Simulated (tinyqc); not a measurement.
Tunnel rates from the two plateau currents.

Problem. With only the 0-1 transition of a spin-degenerate level in the bias window, I = 2 q G_in G_out/(2 G_in + G_out). Find GL and GR.

Constants: q = 1.602176634e-19 C. Results are converted to the units shown.

sizes of the plateau currents for electrons entering from the left and from the right (pA): [100.73566, 62.076954]

Solution. q/I(left) = 1/GR + 1/(2 GL) and q/I(right) = 1/GL + 1/(2 GR) are linear in 1/GL and 1/GR.

GL = 0.4200 1/ns
GR = 2.500 1/ns

Program tinyqc, `OMP_NUM_THREADS=1 python tinyqc.py 2780127 2780128 out.jsonl`; Intel Xeon 2.30GHz, shared host, one thread, about 0.01 s.
